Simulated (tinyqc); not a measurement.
On-chip interconnect, size-dependent resistivity and RC delay: two steps of the calculation.

A rectangular line between two neighbours and two ground planes. Surface and grain-boundary scattering are added to the bulk resistivity as corrections; capacitances are parallel-plate values without fringing; inductance is ignored.

Parameters, values chosen for the exercise; metal values close to those of copper: line length Lw = 280 um; driver resistance Rd = 340 ohm; load capacitance Cl = 0.62 fF; time step dt = 390 ps.

Question 1. Ladder and Elmore delays. 4 equal pi sections: series Rs = r Lw/4; node capacitances c Lw/4, halved at nodes 0 and 4, with Cl added to node 4; Rd feeds node 0. Elmore delay of node k: the sum, over the resistors on the path to k, of resistance times all capacitance downstream of it.

r = 294.82363 ohm/um
c = 0.10890651 fF/um

Find: Rs; C; Elmore delay.

Answer 1.

Rs = 2.064e4 ohm

```
node  C (fF)  Elmore delay (ps)
0      3.812              10.58
1      7.623              574.0
2      7.623              980.2
3      7.623               1229
4      4.432               1320
```

The far-end value equals Rd (c Lw + Cl) + r Lw (c Lw/2 + Cl) for any number of pi sections; the line resistance contributes 99.2 % of it.

Question 2. Node voltages after a time step. A 1 V step is applied behind Rd at t = 0. C dv/dt = -G v + b, with G the conductance matrix of the ladder (1/Rs between neighbours, 1/Rd added at node 0) and b = (1 V/Rd, 0, ...). Trapezoidal step: (C/dt + G/2) v(new) = (C/dt - G/2) v + b.

Rs = 20637.654 ohm

```
node     C (fF)  v at t = 0 (V)
0     3.8117279               0
1     7.6234557               0
2     7.6234557               0
3     7.6234557               0
4     4.4317279               0
```

Give: v at t = 1 dt.

Answer 2.

v at t = 1 dt, node 0 to 4 (V): 1.968  0.827  0.354  0.167  0.113

Node 0 overshoots the 1 V source: the trapezoidal rule rings on modes much faster than dt.

Range of the model: The metal width is under the mean free path, where the thick-limit surface term and the simple sum of corrections lose accuracy.

Computed by the program tinyqc: `OMP_NUM_THREADS=1 python tinyqc.py 2100002 2100003 out.jsonl`, one thread of a shared Intel Xeon 2.30GHz, about 0.01 s for the whole run.
